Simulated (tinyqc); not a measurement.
Sputter depth profiling of a dopant layer: erosion rate, quantification and the mixing-roughness response: one step, computed by the program tinyqc. Command: `OMP_NUM_THREADS=1 python tinyqc.py 3015439 3015440 out.jsonl sims walk`. One thread of a shared host (Intel(R) Xeon(R) Processor @ 2.30GHz), about 0.01 s of CPU time with the checks.

A rastered ion beam erodes silicon (49.94 atoms per nm^3). The measured profile is the true one convolved with a depth response.

Task: Measured shape. Mixing alone turns a layer at z0 into (1/w) exp(-(z - z0 + w)/w) for z > z0 - w; roughness adds a Gaussian of width sigma. With x = z - z0 + w: g(x) = (1/(2w)) exp(sigma^2/(2 w^2) - x/w) erfc((sigma/w - x/sigma)/sqrt2), and its integral G(x) = (1/2) erfc(-x/(sigma sqrt2)) - w g(x). Measured: Q g(x), 1 nm = 1e-7 cm. Find the maximum, the full width at half maximum and the deep point where the profile falls to C_B; far down, the trailing edge decays by w ln(10) per decade.

Inputs (values chosen for the exercise, modelled on a dopant in silicon under an oxygen or caesium beam): roughness sigma = 0.52 nm; depth of the layer z0 = 18 nm; sheet density Q = 1.5e+14 1/cm^2; level that defines the junction C_B = 2e+16 1/cm^3.

True profile: delta layer.

mixing length w = 2.043526 nm

Give: depth of the maximum; peak concentration; full width at half maximum; apparent junction depth; trailing slope.

Result:

depth of the maximum = 16.657 nm

peak concentration = 4.6427e+20 1/cm^3

full width at half maximum = 2.5863 nm

apparent junction depth = 37.501 nm

trailing slope = 4.7054 nm/decade

The true deep edge lies at 18 nm, so the junction appears 19.5 nm too deep.
